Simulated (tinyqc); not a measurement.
Born-Mayer model of an ionic crystal AB: one step, computed by the program tinyqc. Command: `OMP_NUM_THREADS=1 python tinyqc.py 3025084 3025085 out.jsonl bornmayer walk`. One thread of a shared host (Intel(R) Xeon(R) Processor @ 2.30GHz), about 0.01 s of CPU time with the checks.

Energies are per ion pair and r is the nearest distance of unlike ions.

Question. Terms of the lattice energy. Madelung constant M, unlike neighbours z1, like neighbours z2 at f r, volume per pair: rock salt 1.747565, 6, 12, sqrt2, 2 r^3; caesium chloride 1.762675, 8, 6, 2/sqrt3, 8 r^3/(3 sqrt3); zinc blende 1.638055, 4, 12, sqrt(8/3), 16 r^3/(3 sqrt3). U(r) = -M z^2 e^2/(4 pi eps_0 r) + z1 lambda exp(-r/rho) + z2 [lambda2 exp(-f r/rho) - C/(f r)^6] (one mean like-ion term for both sublattices).

Inputs (values chosen for the exercise, for a model salt): ionic charge z = 1; unlike repulsion lambda = 289 eV; range rho = 0.305 angstrom; like repulsion lambda2 = 187 eV; dispersion C between like ions = 13 eV angstrom^6.

Structure: zinc blende. Short range: with like-ion terms.

equilibrium distance r0 = 1.951824 angstrom

Constants: e^2/(4 pi eps_0) = 14.39964548 eV angstrom.

Give: terms; lattice energy U.

Answer.

terms (eV): Coulomb -12.08, unlike repulsion 1.92, like repulsion 0.06, dispersion -0.15

lattice energy U = -10.25 eV per pair

The short-range terms together cancel 15.2 % of the Coulomb energy.
